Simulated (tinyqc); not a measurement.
Subthreshold parameters from three currents.

Question. Far below threshold and for Vds well above Vt the virtual-source current tends to I = Cinv n Vt vx0 exp((Vgs - VT0 + dl Vds + al Vt)/(n Vt)) per width, with constant n; the three currents follow this limit. Find n, dl and VT0.

Values chosen for this exercise:

| symbol | value | unit | meaning |
|---|---|---|---|
| T | 300 | K | temperature |
| Cinv | 2.04 | uF/cm^2 | inversion capacitance |
| vx0 | 3.88e7 | cm/s | velocity at the virtual source |
| al | 3.5 |  | threshold shift (in units of Vt) from weak to strong inversion |

Constants: q = 1.602176634e-19 C, kB = 1.380649e-23 J/K, Vt = kB T/q. Results are converted to the units shown.

I at (Vgs, Vds) = (-0.2, 0.3), (-0.14, 0.3) and (-0.2, 1.1) V (nA/um): [2.0838766, 9.4056462, 62.189372]

Answer. The first two currents differ in Vgs alone and give n; the first and third differ in Vds alone and give dl; the size of the first then gives VT0.

n = 1.540
dl = 0.1690 V/V
VT0 = 0.4160 V

tinyqc, about 0.01 s, one thread, Intel Xeon 2.30GHz (shared host): `OMP_NUM_THREADS=1 python tinyqc.py 2380099 2380100 out.jsonl`
